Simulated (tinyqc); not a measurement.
Bandgap voltage reference from two bipolar transistors: one step of the calculation.

Two transistors of area 1 and N carry the same current I. Is(T) = Is (T/T0)^eta exp[(Vg0 q/kB)(1/T0 - 1/T)], VBE1 = Vt ln(I/Is(T)) + I rb, VBE2 = Vt ln(I/(N Is(T))) + I rb/N. The amplifier forces I R1(T) = VBE1 - VBE2 + Vos, with R(T) = R (1 + tc (T - T0)) for both resistors, and the output is Vref = VBE1 + I R2(T). Base currents and the Early effect are neglected.

Task. Operating point at another temperature. Vt = kB T/q; I = (Vt ln N + Vos)/(R1(T) - rb (1 - 1/N)).

Values chosen for this exercise; values of the order met in silicon bipolar transistors:
- T0 = 300 K (reference temperature)
- Vg0 = 1.189 V (band-gap voltage extrapolated to 0 K)
- eta = 4 (temperature exponent of the saturation current)
- Is = 2.7e-16 A (saturation current of the unit transistor at T0)
- N = 8 (area ratio of the second transistor)
- R1 = 2.6 kohm (resistor across which the difference of VBE falls, at T0)
- tc = -200 ppm/K (temperature coefficient of both resistors)
- Vos = 0 mV (offset of the amplifier)
- rb = 28 ohm (series resistance of the unit transistor)
- R2 = 30.1 kohm (output resistor at T0)
- T = 333 K (temperature)

Constants: q = 1.602176634e-19 C, kB = 1.380649e-23 J/K. Results are converted to the units shown.

Wanted: Vt; I; Is(T); VBE1; I R2; Vref.

Result.

Vt = 0.028696 V
I = 23.324 uA
Is(T) = 3.9092e-14 A
VBE1 = 0.58050 V
I R2 = 0.69742 V
Vref = 1.2779 V

From T0 to T, VBE1 changes by -68.2 mV and I R2 by 69.2 mV, which leaves 0.935 mV in Vref.

tinyqc, about 0.02 s, one thread, Intel Xeon 2.30GHz (shared host): `OMP_NUM_THREADS=1 python tinyqc.py 2062195 2062196 out.jsonl`
